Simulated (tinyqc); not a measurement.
Metal-interlayer-semiconductor contact, depinning against tunnelling resistance: two steps of the calculation.

Zero bias, n-type semiconductor. Gap states at the semiconductor surface thin out as exp(-be ti), which unpins the barrier; electrons must then cross the interlayer (a rectangular barrier, no voltage drop across it) and the parabolic depleted layer, both by WKB. Energies E are counted from the Fermi level; no image force, parabolic bands.

Values chosen for this exercise; semiconductor values close to those of germanium; interlayer mass of the order of that in silicon nitride, offset chosen freely:
```
symbol   value   unit                                                           meaning
T          400      K                                                       temperature
Eg       0.686     eV                                                          band gap
eps_r     16.2                                                    relative permittivity
chi       4.08     eV                                                 electron affinity
Nc      1.6e19  cm^-3                            conduction-band density of states at T
mt       0.117     m0                              tunnelling mass in the semiconductor
mA        1.14     m0                                                   Richardson mass
Nd      2.5e18  cm^-3                                                     donor density
E0       0.093     eV                    charge-neutrality level above the valence band
S0       0.049                                        pinning factor without interlayer
phiM      4.14     eV                                               metal work function
ti         0.5     nm                                              interlayer thickness
dE        2.04     eV  conduction-band offset of the interlayer above the semiconductor
mi        0.43     m0                                 tunnelling mass in the interlayer
be         2.6   1/nm               decay constant of gap states through the interlayer
```

Constants: q = 1.602176634e-19 C, kB = 1.380649e-23 J/K, eps0 = 8.8541878128e-12 F/m, hbar = 1.054571817e-34 J s, h = 6.62607015e-34 J s, m0 = 9.1093837015e-31 kg, Vt = kB T/q, hbar^2/(2 m0) = 0.0380998212 eV nm^2. Results are converted to the units shown.

Task 1. Pinning, barrier and scales. S = 1/(1 + (1/S0 - 1) exp(-be ti)); phiB = S (phiM - chi) + (1 - S)(Eg - E0); xi = Ec - EF deep inside, from Nd = Nc F(-xi/Vt), F(x) = (2/sqrt(pi)) int_0^infinity sqrt(u) du/(1 + exp(u - x)); band bending U = phiB - xi; E00 = (hbar/2) sqrt(Nd/(eps0 eps_r mt m0)) in volts; A = 4 pi q mA m0 kB^2/h^3.

Wanted: S; phiB; xi; U; E00; A.

Result 1.

S = 0.15900
phiB = 0.50825 eV
xi = 0.062085 eV
U = 0.44617 eV
E00 = 0.021323 eV
A = 137.00 A/(cm^2 K^2)

Task 2. Exponents and integrand on an energy grid. With U = phiB - xi: for xi < E < phiB, y = (E - xi)/U and G1 = (U/E00) [sqrt(1 - y) - y ln((1 + sqrt(1 - y))/sqrt(y))], G1 = 0 above phiB; G2 = 2 ti sqrt(mi max(phiB + dE - E, 0)/C), C = hbar^2/(2 m0); f = 1/(1 + exp(E/Vt)); integrand exp(-G1 - G2) f.

E, point 0 to 16 (eV): 0.07  0.10688  0.14375  0.18063  0.2175  0.25438  0.29125  0.32813  0.365  0.40188  0.43875  0.47563  0.5125  0.54938  0.58625  0.62313  0.66
phiB = 0.50825345 eV
xi = 0.062085320 eV
E00 = 0.021322929 eV

Wanted: G1; G2; f; integrand.

Result 2.

```
point	G1	G2	f	integrand (1e-8)
0	19.73	5.289	0.1160	0.000
1	16.03	5.249	0.04308	0.002
2	13.19	5.209	0.01521	0.015
3	10.81	5.169	0.005271	0.061
4	8.73	5.129	0.001815	0.173
5	6.92	5.088	6.233e-4	0.380
6	5.33	5.047	2.140e-4	0.669
7	3.93	5.006	7.340e-5	0.964
8	2.73	4.964	2.519e-5	1.149
9	1.71	4.922	8.640e-6	1.138
10	0.89	4.879	2.965e-6	0.929
11	0.28	4.837	1.017e-6	0.610
12	0.00	4.793	3.490e-7	0.289
13	0.00	4.750	1.197e-7	0.104
14	0.00	4.706	4.107e-8	0.037
15	0.00	4.661	1.409e-8	0.013
16	0.00	4.616	4.835e-9	0.005
```

tinyqc, about 0.03 s, one thread, Intel Xeon 2.30GHz (shared host): `OMP_NUM_THREADS=1 python tinyqc.py 2270138 2270139 out.jsonl`
